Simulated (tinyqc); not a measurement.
Worked calculation: Ewald sum of point charges, bcc lattice in a neutralising background. Computed by tinyqc, a small Python program that keeps every step. Command: `OMP_NUM_THREADS=1 python tinyqc.py 25721 25722 out.jsonl` (the two numbers bound the seeds that draw the settings). One thread of a shared host (Intel(R) Xeon(R) Processor @ 2.60GHz), about 0.03 s of CPU time with the checks.

## Ewald sum with eta = 0.533 1/bohr

cell vectors (rows) (bohr):
```
        1       2       3
1  6.0800  0.0000  0.0000
2  0.0000  6.0800  0.0000
3  0.0000  0.0000  6.0800
```

Charges:
```
q           f1      f2      f3
1.0000  0.0000  0.0000  0.0000
1.0000  0.5000  0.5000  0.5000
```

Real space: 1/2 sum q_i q_j erfc(eta r)/r over all images with r > 0; reciprocal space: (2 pi/V) sum_(G != 0) exp(-G^2/4 eta^2)/G^2 |S(G)|^2 with S(G) = sum q exp(i G.r); self term -eta/sqrt(pi) sum q^2; background -pi Q^2/(2 V eta^2), Q the total charge.

Real-space shells (first ones):
```
r (bohr)  pairs  sum (hartree)
5.2654       16       1.10e-04
6.0800       12       4.52e-06
8.5984       24       1.27e-10
10.0825      48              0
10.5309      16              0
```

Reciprocal shells (first ones that count):
```
G^2 (1/bohr^2)  vectors  sum (hartree)
2.1359               12         0.0959
4.2718                6         0.0037
6.4077               24         0.0015
8.5436               12       8.53e-05
10.6795              24       2.08e-05
12.8154               8       8.83e-07
14.9514              48       6.93e-07
17.0873               6       1.16e-08
19.2232              36       9.42e-09
21.3591              24       8.63e-10
23.4950              24       1.20e-10
```

## The total does not depend on eta

The same sums for other eta.

Totals (hartree per cell):
```
eta         real  reciprocal     self  background      total
0.5330  1.14e-04      0.1012  -0.6014     -0.0984  -0.598558
0.8440  4.99e-10      0.3930  -0.9524     -0.0392  -0.598558
1.0370         0      0.5976  -1.1701     -0.0260  -0.598558
```

shortest distance = 5.2654 bohr
